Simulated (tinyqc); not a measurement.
# Gap and mass from two generation rates

Question. In the two-band model the band-to-band tunnelling rate in a uniform field is G = A F^2 exp(-B/F), with B = pi sqrt(m/C) Eg^1.5/4 (V/nm), A = 1e21 (2 q/h) m Eg/(16 pi C B) for G in cm^-3 s^-1 and F in V/nm, C = hbar^2/(2 m0). Find B, A, Eg and m.

Constants: q = 1.602176634e-19 C, hbar = 1.054571817e-34 J s, h = 6.62607015e-34 J s, m0 = 9.1093837015e-31 kg, hbar^2/(2 m0) = 0.0380998212 eV nm^2. Results are converted to the units shown.

G at F = 0.03 and 0.047 V/nm (cm^-3 s^-1): [1.5439040e29, 1.9961182e30]

Solution. The slope of ln(G/F^2) against 1/F is -B and the intercept gives A. The product A B fixes m Eg, and B = (pi/4) Eg sqrt(m Eg/C) then gives Eg.

B = 0.1378 V/nm
A = 1.696e34 cm^-3 s^-1 (V/nm)^-2
Eg = 0.3560 eV
m = 0.02600 m0

Numbers from tinyqc (`OMP_NUM_THREADS=1 python tinyqc.py 2620117 2620118 out.jsonl`; about 0.02 s on one thread of a shared Intel Xeon 2.30GHz).
